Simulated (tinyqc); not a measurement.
Raman shift of the zone-centre optical phonon of a diamond-structure crystal under stress: one step, computed by the program tinyqc.

Axes x, y, z are the cube axes. Strain shifts the threefold optical mode and can split it; p, q and r are the phonon deformation potentials.

Task: Heating mistaken for stress. A temperature above 300 K shifts the line by (d omega/dT)(T - 300 K); divided by the shift per stress it poses as a stress; the total shift adds it to the shift of the observed line. The anti-Stokes to Stokes ratio is [(omega_L + omega_0)/(omega_L - omega_0)]^3 exp(-h c omega_0/(k_B T)) in photon counts, omega_L = 1/wavelength, resonance effects left out.

Inputs (values chosen for the exercise, modelled on germanium):

| quantity | value | unit |
|---|---|---|
| unstrained frequency omega_0 | 301.2 | 1/cm |
| temperature coefficient d omega/dT | -0.017 | 1/(cm K) |
| local temperature T | 400 | K |
| laser wavelength | 532 | nm |

Stress state: hydrostatic. Axis: none.

shift per stress = -3.505599 1/(cm GPa)

shift of the observed line = 1.262016 1/cm

Constants: h = 6.62607015e-34 J s; c = 299792458 m/s; k_B = 1.380649e-23 J/K.

Give: thermal shift; apparent stress from heating; total shift; anti-Stokes/Stokes ratio.

Result:

thermal shift = -1.7 1/cm

apparent stress from heating = 0.4849 GPa

total shift = -0.4380 1/cm

anti-Stokes/Stokes ratio = 0.3726

Caution: this stress has components normal to the (001) face, so it cannot reach a free (001) surface; it can act on buried material.
